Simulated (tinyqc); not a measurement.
## Inverter chain driving a load

N inverters, each f = Hc^(1/N) times larger than the one before: delay tau N (f + pp). Switched capacitance in units of the first input, with output capacitance pp times the input: Hc + (1 + pp)(Hc - 1)/(f - 1).

Inputs (values chosen for the exercise): load over the input capacitance of the chain Hc = 340; parasitic delay of an inverter pp = 0.6; delay unit tau = 3.2 ps.

Inverter chain driving a load:
```
N	f	delay (ps)	switched capacitance
2	18.44	121.9	371.1
3	6.980	72.76	430.7
4	4.294	62.64	504.7
5	3.208	60.94	585.6
6	2.642	62.24	670.4
7	2.300	64.95	757.4
8	2.072	68.41	845.9
9	1.911	72.32	935.3
```

What does the comparison show?

The delay goes from 122 through a minimum of 60.9 (at N = 5 among the rows listed) to 72.3 ps. The best stage effort solves pp + rho (1 - ln rho) = 0, rho = 3.27, which gives N = ln Hc/ln rho = 4.92. One stage fewer than the best costs 2.8 % in delay and saves 14 % of the switched capacitance.

Program tinyqc, `OMP_NUM_THREADS=1 python tinyqc.py 2082178 2082179 out.jsonl`; Intel Xeon 2.30GHz, shared host, one thread, about 0.01 s.
